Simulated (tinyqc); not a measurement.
## Thickness and doping from the maximum and minimum capacitance

Question. A MOS capacitor has Cmax = Cox = eps0 eox/tox and 1/Cmin = 1/Cox + Wm/(eps0 eps_r), with Wm = sqrt(4 eps0 eps_r Vt ln(N/ni)/(q N)) and N well above ni. Find tox, Wm and N.

Values chosen for this exercise; band and dielectric values close to those of germanium: temperature T = 300 K; relative permittivity eps_r = 16; relative permittivity of the gate insulator (close to silicon dioxide) eox = 3.9.

Constants: q = 1.602176634e-19 C, kB = 1.380649e-23 J/K, Vt = kB T/q, eps0 = 8.8541878128e-14 F/cm where lengths are in cm. Results are converted to the units shown.

Cmax = 0.16443492 uF/cm^2
Cmin = 0.069696084 uF/cm^2
ni = 1.8696254e13 cm^-3

Answer. Cmax gives tox and the series difference Wm. N follows by iterating N = 4 eps0 eps_r Vt ln(N/ni)/(q Wm^2); ln(N/ni)/N falls steadily for N > e ni, so there is one root in that range.

tox = 21.00 nm
Wm = 117.1 nm
N = 5.300e16 cm^-3

tinyqc, about 0.01 s, one thread, Intel Xeon 2.30GHz (shared host): `OMP_NUM_THREADS=1 python tinyqc.py 2060045 2060046 out.jsonl`
